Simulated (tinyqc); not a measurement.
Adsorption as a lattice gas: isotherms with interactions, competition, desorption peaks and saturation dose: one step, computed by the program tinyqc. Command: `OMP_NUM_THREADS=1 python tinyqc.py 3006309 3006310 out.jsonl adsorb walk`. One thread of a shared host (Intel(R) Xeon(R) Processor @ 2.30GHz), about 0.2 s of CPU time with the checks.

One adsorbate per site; a molecule needs 1 empty site. Gas and surface have the same temperature.

Task: Dose to saturate, flat and in a hole. Without desorption or interaction, 99 % coverage needs the time (N_s/(s0 F)) ln 100. For a round hole of aspect ratio a in molecular flow with unit sticking (Gordon), the time is N_s/F x [1 + (19/4) a + (3/2) a^2]. The larger of the two times is a rough guide.

Inputs (values chosen for the exercise, for a model surface):
```
quantity,value,unit
desorption energy E,1.87,eV
prefactor nu,1.5e+14,1/s
site density N_s,9,1/nm^2
sticking coefficient s0,0.37,-
temperature T,740,K
aspect ratio a (depth over diameter) of a hole,60,-
```

Adsorption: molecular (first order).

flux F = 167.9929 1/(nm^2 s)

Give: time on a flat surface; time for the hole.

Result:

time on a flat surface = 0.6668 s

time for the hole = 304.6 s

The hole is limited by transport: for deep holes the dose grows as a^2. Caution: with k_d = nu exp(-E/(k_B T)) of these inputs desorption is not negligible over the time on a flat surface, so without interaction 99 % coverage is not reached.
